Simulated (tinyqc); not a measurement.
Grain growth, pinning, strength and diffusional creep of a polycrystal or thin film: one step, computed by the program tinyqc. Command: `OMP_NUM_THREADS=1 python tinyqc.py 3001084 3001085 out.jsonl grain walk`. One thread of a shared host (Intel(R) Xeon(R) Processor @ 2.30GHz), about 0.01 s of CPU time with the checks.

One mean grain size d describes the structure.

Task: Yield stress. Hall-Petch term k_y/sqrt(d). Orowan term 3.06 x 0.4 G b ln(2 rbar/b)/(pi lambda sqrt(1 - nu)) with nu = 1/3, rbar = sqrt(2/3) r, lambda = rbar (sqrt(pi/f) - 2). Film term (threading dislocation, matched substrate, the geometry of an fcc (111) film taken for all cases): 3.464 G b ln(2 h/b)/(4 pi (1 - nu) h). The terms are added to sigma_0.

Inputs (values chosen for the exercise, modelled on nickel):

| quantity | value | unit |
|---|---|---|
| shear modulus G | 77.9 | GPa |
| Burgers vector b | 2.492 | angstrom |
| anneal temperature T | 771 | K |
| particle volume fraction f | 0.0024 | - |
| particle radius r | 16 | nm |
| film thickness h | 86 | nm |
| friction stress sigma_0 | 31 | MPa |
| Hall-Petch slope k_y | 0.17 | MPa m^0.5 |

Sample: thin film on a substrate.

grain size d = 224.7386 nm

Give: Hall-Petch term; Orowan term; film term; yield stress.

Result:

Hall-Petch term = 358.6 MPa

Orowan term = 96.52 MPa

film term = 610.1 MPa

yield stress = 1096 MPa
